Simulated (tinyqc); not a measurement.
Inside a calculation. Model: undoped symmetric double-gate MOSFET, analytic potential model.

Computed by the program tinyqc: `OMP_NUM_THREADS=1 python tinyqc.py 2440045 2440046 out.jsonl`, one thread of a shared Intel Xeon 2.30GHz, about 0.01 s for the whole run. Printed values are rounded.

An undoped body of thickness ts between two equal insulators and tied gates; long channel, electrons only, n = ni exp((psi - V)/Vt) with V the quasi-Fermi potential (0 at the source, Vd at the drain), constant mobility, no quantisation. Across the body psi(x) = V - 2 Vt ln[(ts/(2 beta)) sqrt(q ni/(2 eps0 eps_r Vt)) cos(2 beta x/ts)], x from the centre. Q is the electron charge per area of the whole body.

Values chosen for this exercise; material values those of a made-up semiconductor:
- T = 325 K (temperature)
- Eg = 0.567 eV (band gap)
- eps_r = 17.3 (relative permittivity of the semiconductor)
- Nc = 1.38e19 cm^-3 (conduction-band density of states at T)
- Nv = 5.12e18 cm^-3 (valence-band density of states at T)
- eox = 21.7 (relative permittivity of the gate insulator)
- tox = 7.5 nm (insulator thickness)
- ts = 6 nm (body thickness)
- dphi = -0.09 V (gate work function less that of the intrinsic body)
- mu = 640 cm^2/(V s) (channel mobility)
- L = 0.2 um (gate length)
- Vg = 0.67 V (gate voltage)
- Vd = 0.8 V (drain voltage)

Constants: q = 1.602176634e-19 C, kB = 1.380649e-23 J/K, Vt = kB T/q, eps0 = 8.8541878128e-14 F/cm where lengths are in cm. Results are converted to the units shown.

Range of the model: In a body this thin, quantum confinement raises the threshold; it is left out. The surface density at the source passes 0.3 Nc, where Boltzmann statistics fail. mu V/L, with V the smaller of Vd and Vg - V0, passes 3e6 cm/s, so velocity saturation, left out here, would lower the current.

## Constants of the body

ni = sqrt(Nc Nv) exp(-Eg/(2 Vt)), Eg in volts; r = eps_r tox/(eox ts); V0 = dphi + 2 Vt ln[(2/ts) sqrt(2 eps0 eps_r Vt/(q ni))].

ni = 3.37549e14 cm^-3
r = 0.996544
V0 = 0.183824 V

## Iteration 1: beta at the source by Newton steps

beta at the start = 1.4

With V = 0: f = ln(beta) - ln(cos beta) + 2 r beta tan(beta) - (Vg - V0)/(2 Vt); f' = 1/beta + tan(beta) + 2 r [tan(beta) + beta/cos^2(beta)]; beta(new) = beta - f/f'.

f = 9.60684
f' = 114.656
beta after iteration 1 = 1.31621

## Iteration 2: beta at the source by Newton steps

As before.

f = 3.05470
f' = 53.6224
beta after iteration 2 = 1.25924

## Course of the iteration: beta at the source by Newton steps

Stop when beta changes by less than 1e-11, or after 40 iterations. beta must stay between 0 and pi/2.

Course of the iteration:

| iteration | beta | \|change\| |
|---|---|---|
| 1 | 1.31621 | 0.0838 |
| 2 | 1.25924 | 0.0570 |
| 3 | 1.24493 | 0.0143 |
| 4 | 1.24430 | 6.32e-4 |
| 5 | 1.24430 | 1.13e-6 |
| 6 | 1.24430 | 3.59e-12 |

Converged in 6 iterations. At the end the number of correct digits about doubles with each step.

## Charges and drain current

beta_s = 1.24430
beta_d = 0.00368765

beta (between 0 and pi/2) solves (Vg - V0 - V)/(2 Vt) = ln(beta) - ln(cos beta) + 2 r beta tan(beta). Q = 8 eps0 eps_r Vt beta tan(beta)/ts; I = mu (1/L)(4 eps0 eps_r/ts)(2 Vt)^2 [g(beta_s) - g(beta_d)] per width, g = beta tan(beta) - beta^2/2 + r beta^2 tan^2(beta), with beta_s at V = 0 and beta_d at V = Vd.

Qs = 2101.90 nC/cm^2
Qd = 0.00777841 nC/cm^2
g(beta_s) = 16.3573
g(beta_d) = 6.79962e-6
I = 1677.02 uA/um

The term r beta^2 tan^2(beta), which gives the square law, makes up 82.3 % of g at the source.

## Potential and electron density across the body at the source

| point | x/ts |
|---|---|
| 0 | 0 |
| 1 | 0.1 |
| 2 | 0.2 |
| 3 | 0.3 |
| 4 | 0.4 |
| 5 | 0.45 |
| 6 | 0.5 |

psi(x) as above with V = 0 and beta = beta_s; n = ni exp(psi/Vt).

| point | psi (V) | n (cm^-3) |
|---|---|---|
| 0 | 0.286067 | 9.21254e18 |
| 1 | 0.287820 | 9.80750e18 |
| 2 | 0.293312 | 1.19323e19 |
| 3 | 0.303387 | 1.70990e19 |
| 4 | 0.320154 | 3.11150e19 |
| 5 | 0.332590 | 4.85075e19 |
| 6 | 0.349763 | 8.95601e19 |

The density at the surface is 9.72 times that at the centre (1/cos^2 beta). It reaches 6.5 Nc, where Boltzmann statistics overestimate it.
